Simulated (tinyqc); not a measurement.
Undoped symmetric double-gate MOSFET, analytic potential model: one step of the calculation.

An undoped body of thickness ts between two equal insulators and tied gates; long channel, electrons only, n = ni exp((psi - V)/Vt) with V the quasi-Fermi potential (0 at the source, Vd at the drain), constant mobility, no quantisation. Across the body psi(x) = V - 2 Vt ln[(ts/(2 beta)) sqrt(q ni/(2 eps0 eps_r Vt)) cos(2 beta x/ts)], x from the centre. Q is the electron charge per area of the whole body.

Task. Potential and electron density across the body at the source. psi(x) as above with V = 0 and beta = beta_s; n = ni exp(psi/Vt).

Inputs (values chosen for the exercise); material values close to those of germanium: temperature T = 250 K; relative permittivity of the semiconductor eps_r = 16.2; body thickness ts = 10 nm.

Constants: q = 1.602176634e-19 C, kB = 1.380649e-23 J/K, Vt = kB T/q, eps0 = 8.8541878128e-14 F/cm where lengths are in cm. Results are converted to the units shown.

x/ts, point 0 to 6: 0  0.1  0.2  0.3  0.4  0.45  0.5
beta_s = 0.090495362
ni = 1.2055046e12 cm^-3

Wanted: psi; n.

Result.

```
point  psi (V)  n (cm^-3)
0      0.19944  1.2636e16
1      0.19944  1.2640e16
2      0.19946  1.2653e16
3      0.19950  1.2673e16
4      0.19955  1.2702e16
5      0.19958  1.2720e16
6      0.19961  1.2740e16
```

The density at the surface is 1.01 times that at the centre (1/cos^2 beta).

Program tinyqc, `OMP_NUM_THREADS=1 python tinyqc.py 2440034 2440035 out.jsonl`; Intel Xeon 2.30GHz, shared host, one thread, about 0.01 s.
